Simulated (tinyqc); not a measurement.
Three-phonon processes in a diatomic chain: dispersion, energy and momentum conservation, and decay channels of optical phonons: one step, computed by the program tinyqc.

Cell length a, two atoms, one spring constant. x = q a/pi runs from -1 to 1; A and O are the acoustic and optical branches. Matrix elements are not computed: only conservation laws and occupation factors are followed.

Task: Band edges. omega^2 = k (1/m + 1/M) -/+ k sqrt((1/m + 1/M)^2 - 4 sin^2(pi x/2)/(m M)); nu = 15.6333042 THz x sqrt(omega^2) for eV/(angstrom^2 u). Acoustic top sqrt(2 k/M), optical bottom sqrt(2 k/m), optical top sqrt(2 k (1/m + 1/M)).

Inputs (values chosen for the exercise, for a model chain): light mass m = 12 u; heavy mass M = 22.4 u; spring constant k = 11 eV/angstrom^2.

Constants: nu for 1 eV/(angstrom^2 u) = 15.6333042 THz.

Give: acoustic top; optical bottom; optical top; optical top over twice the acoustic top; optical bottom over twice the acoustic top; optical width over acoustic top.

Result:

acoustic top = 15.49 THz

optical bottom = 21.17 THz

optical top = 26.23 THz

optical top over twice the acoustic top = 0.8466

optical bottom over twice the acoustic top = 0.6831

optical width over acoustic top = 0.3269

The zone-centre optical phonon can decay into two acoustic ones: this needs M/m <= 3.
